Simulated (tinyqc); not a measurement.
From results back to parameters: configuration-coordinate model of carrier capture at a defect. Three cases, with inputs chosen for the exercise.

Problem. For two parabolas of equal curvature the ionisation peak lies at ET + ER, the emission barrier is (ER + ET)^2/(4 ER), and the standard deviation of the band at T = 0 is sqrt(ER hw). The values come from hidden ET, ER and hw.

Case 1.

ionisation peak = 0.4500 eV
emission barrier = 0.316406 eV
standard deviation at T = 0 = 0.065727 eV

Case 2.

ionisation peak = 1.4100 eV
emission barrier = 1.553203 eV
standard deviation at T = 0 = 0.123935 eV

Case 3.

ionisation peak = 0.9300 eV
emission barrier = 0.372802 eV
standard deviation at T = 0 = 0.168582 eV

Find: ET, ER, hw; capture barrier.

Solution. ER is the squared peak energy over four times the emission barrier; ET is the rest, hw = variance/ER, and the capture barrier is the emission barrier less ET.

Case 1.

ET, ER, hw (eV): 0.290  0.160  0.027

capture barrier = 0.026 eV

Case 2.

ET, ER, hw (eV): 1.090  0.320  0.048

capture barrier = 0.463 eV

Case 3.

ET, ER, hw (eV): 0.350  0.580  0.049

capture barrier = 0.023 eV

Computed by tinyqc, one run a case: `OMP_NUM_THREADS=1 python tinyqc.py N N+1 out.jsonl` with N = 1452211, 1452264, 1452330; one thread of a shared Intel(R) Xeon(R) Processor @ 2.30GHz, about 0.01 s a run at most.
